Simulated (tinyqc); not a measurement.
# From one set of inputs to another, one input at a time

Model: correction of a charged-defect supercell by a model charge and potential alignment (plane-averaged potentials). Computed by tinyqc, a small Python program. Command: `OMP_NUM_THREADS=1 python tinyqc.py 3111097 3111098 out.jsonl align ladder`. One thread of a shared host (Intel(R) Xeon(R) Processor @ 2.30GHz), about 0.03 s of CPU time with the checks.

The "true" defect charge is (1 - x) q in a Gaussian of width sigma plus x q in one of width sigma_t, so the exact answer is known; the correction sees only a single model Gaussian of width sigma_m. A Gaussian of width s has the transform rho(G) = exp(-G^2 s^2/2), normalised to 1. A uniform background cancels q, so G = 0 is left out. Potentials are those felt by a unit positive charge. E_0 is the formation energy of the isolated defect, E_cell its value in the supercell, E_lat = E_iso - E_per of the model charge, C the true less the model potential far from the defect; the exact correction is E_0 - E_cell, and the error of a scheme is E_cell plus its correction less E_0.

The inputs printed are set A. Inputs not listed in the table keep their values of set A, so the rows need not describe a real material.

Inputs (values chosen for the exercise, with screening close to that of diamond):

| quantity | value | unit |
|---|---|---|
| defect charge q | -3 | e |
| dielectric constant eps | 5.75 | - |
| edge of the cubic cell L | 12.9 | angstrom |
| width sigma of the true defect charge | 1 | angstrom |
| width sigma_m of the model charge | 0.77 | angstrom |
| share x of the charge in a wide tail | 0 | - |
| width sigma_t of the tail | 2.1 | angstrom |
| formation energy of the isolated defect E_0 | 1.76 | eV |

Constants: e^2/(4 pi eps_0) = 14.39964548 eV angstrom.

Method:
- Periodic energy E_per = (2 pi q^2/(eps L^3)) (e^2/(4 pi eps_0)) sum_(G != 0) rho(G)^2/G^2, G = (2 pi/L)(n1, n2, n3), |n_i| <= 16. Isolated energy: two Gaussians of charges q_a, q_b and widths a, b interact by q_a q_b (e^2/(4 pi eps_0 eps)) sqrt(2/pi)/sqrt(a^2 + b^2), and the self-energy is half the sum over pairs.
- Supercell value E_cell = E_0 + E_per - E_iso for the true charge.
- E_lat = E_iso - E_per for the model charge; point-charge value alpha q^2 e^2/(4 pi eps_0 eps 2 L) with alpha = 2.837297.
- Plane-averaged potential at distance z from the defect: V(z) = (4 pi q/(eps L^3)) (e^2/(4 pi eps_0 e)) sum_(m != 0) rho(G_m) cos(G_m z)/G_m^2, G_m = 2 pi m/L, |m| <= 40.
- C = difference at z = L/2; E_corr = E_cell + E_lat - q C. For charges that have died out at L/2, C = (2 pi q/(eps L^3)) (e^2/(4 pi eps_0 e)) (<s^2> - sigma_m^2), <s^2> = (1 - x) sigma^2 + x sigma_t^2.

Each row keeps all changes above it:

| input moved | from | to | E_lat (eV) | alignment C (V) | error with the point-charge term alone (meV) |
|---|---|---|---|---|---|
| set A | - | - | 2.440 | -0.00895 | 65.97 |
| edge of the cubic cell L (angstrom) | 12.9 | 16.6 | 1.908 | -0.00420 | 30.96 |
| width sigma of the true defect charge (angstrom) | 1 | 1.5 | 1.908 | -0.01710 | 69.66 |
| width sigma_m of the model charge (angstrom) | 0.77 | 1.2 | 1.882 | -0.00836 | 69.66 |
| dielectric constant eps | 5.75 | 9.54 | 1.134 | -0.00504 | 41.98 |
| width sigma_t of the tail (angstrom) | 2.1 | 3.2 | 1.134 | -0.00504 | 41.98 |

E_lat goes from 2.44 to 1.13, a factor 0.465 in all. The largest single move comes from dielectric constant eps (a factor 0.603). Alignment C goes from -0.00895 to -0.00504, +0.00391 in all. The largest single move comes from width sigma of the true defect charge (-0.0129), but it runs against the net change; the largest move in the direction of the net change is width sigma_m of the model charge (+0.00874). Error with the point-charge term alone goes from 66.0 to 42.0, a factor 0.636 in all. The largest single move comes from width sigma of the true defect charge (a factor 2.25), but it runs against the net change; the largest move in the direction of the net change is edge of the cubic cell L (a factor 0.469). The single moves hold for this order of the switches; the total does not depend on the order.

Extremes, crossings and ranges named in words are read from the listed rows.
